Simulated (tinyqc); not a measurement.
Pariser-Parr-Pople SCF with singles CI, for the molecule Fc1coc2ccncc12 (SMILES; centres numbered as the heavy atoms are written), step by step. One step of it, computed by the program tinyqc.

Question. Singles CI, singlets. Over the 6 single excitations with the smallest orbital gaps: A = (e_a - e_i) delta + 2 (ia|jb) - (ij|ab), with (pq|rs) = sum c_mp c_mq gamma_mn c_nr c_ns. f = 2/3 w |mu|^2 in atomic units, mu = sqrt2 sum c_ia sum_m c_mi c_ma R_m.

orbital energies (eV): -18.190629  -15.363620  -13.127873  -11.024865  -10.417523  -9.138432  -1.561827  -1.222491  0.253225  1.879324

coefficients:
```
          MO1        MO2        MO3        MO4        MO5        MO6        MO7        MO8
1F   0.969598  -0.112867  -0.033912  -0.155463   0.002804  -0.104611   0.051319   0.000549
2C   0.221160   0.136863   0.075420   0.506968  -0.015814   0.435223  -0.302665   0.001286
3C   0.067031   0.312613  -0.113240   0.280304  -0.261432   0.520814   0.440408   0.204415
4O   0.040308   0.795794  -0.319156  -0.242019  -0.243415  -0.201542  -0.136447  -0.231044
5C   0.026701   0.390413   0.142262  -0.036819   0.536243  -0.183892  -0.017741   0.561879
6C   0.007487   0.155961   0.268054  -0.314417   0.463735   0.336665   0.428090  -0.156216
7C   0.002839   0.077867   0.405754  -0.372211  -0.024978   0.381455  -0.343650  -0.394832
8N   0.005934   0.074166   0.583293  -0.178570  -0.491957  -0.049115  -0.154317   0.492784
9C   0.017017   0.095621   0.431644   0.228819  -0.221467  -0.378978   0.540136  -0.320719
10C  0.061229   0.200151   0.308549   0.508598   0.279007  -0.221511  -0.275592  -0.251259

           MO9       MO10
1F   -0.081410   0.040124
2C    0.546850  -0.298881
3C   -0.467656   0.111109
4O    0.168088   0.067306
5C   -0.162825  -0.401701
6C    0.385031   0.347278
7C   -0.404145  -0.327564
8N    0.161844   0.291666
9C    0.074457  -0.398835
10C  -0.278460   0.508706
```

repulsion gamma_rs (eV), lower triangle:
```
            1F         2C         3C         4O         5C         6C         7C         8N
1F   21.400000
2C    6.300848  11.130000
3C    4.260162   5.344721  11.130000
4O    3.353643   4.574596   6.308517  21.500000
5C    3.193762   4.045353   4.045035   6.307755  11.130000
6C    2.498705   2.948865   2.914751   4.185154   5.346928  11.130000
7C    2.346993   2.630914   2.429669   3.087494   3.872656   5.346071  11.130000
8N    2.666603   2.874256   2.456597   2.862040   3.574255   3.941460   5.477017  12.300000
9C    3.558942   3.739288   2.914953   3.219995   3.872159   3.517557   3.871622   5.475893
10C   4.259284   5.345468   4.045709   4.575148   5.345657   3.873092   3.517643   3.941133

            9C        10C
9C   11.130000
10C   5.345902  11.130000
```

Centres (angstrom, eV; a flat drawing with bonds scaled to 1.40 angstrom):

| centre | x | y | core charge z | W | gamma_rr |
|---|---|---|---|---|---|
| 1F | -2.441000 | 1.524000 | 2 | 39.000000 | 21.400000 |
| 2C | -1.609000 | 0.398000 | 1 | 11.160000 | 11.130000 |
| 3C | -2.032000 | -0.937000 | 1 | 11.160000 | 11.130000 |
| 4O | -0.893000 | -1.751000 | 2 | 33.000000 | 21.500000 |
| 5C | 0.234000 | -0.920000 | 1 | 11.160000 | 11.130000 |
| 6C | 1.605000 | -1.200000 | 1 | 11.160000 | 11.130000 |
| 7C | 2.534000 | -0.153000 | 1 | 11.160000 | 11.130000 |
| 8N | 2.091000 | 1.175000 | 1 | 14.100000 | 12.300000 |
| 9C | 0.719000 | 1.456000 | 1 | 11.160000 | 11.130000 |
| 10C | -0.209000 | 0.408000 | 1 | 11.160000 | 11.130000 |

Give: singlet CI matrix; singlet excitation energies; oscillator strengths.

Answer.

singlet CI matrix (eV), lower triangle:
```
        6>7     6>8     5>7     5>8     6>9    4>7
6>7   4.877
6>8   0.056   4.715
5>7   0.134  -0.597   5.481
5>8   0.433  -0.085  -0.100   6.129
6>9  -0.131   0.076  -0.138   0.052   6.362
4>7  -0.061  -0.197  -0.199  -0.167  -0.265  6.129
```

singlet excitation energies (eV): 4.296  4.767  5.704  6.033  6.299  6.595

oscillator strengths: 0.037  0.434  0.671  0.203  0.726  0.280
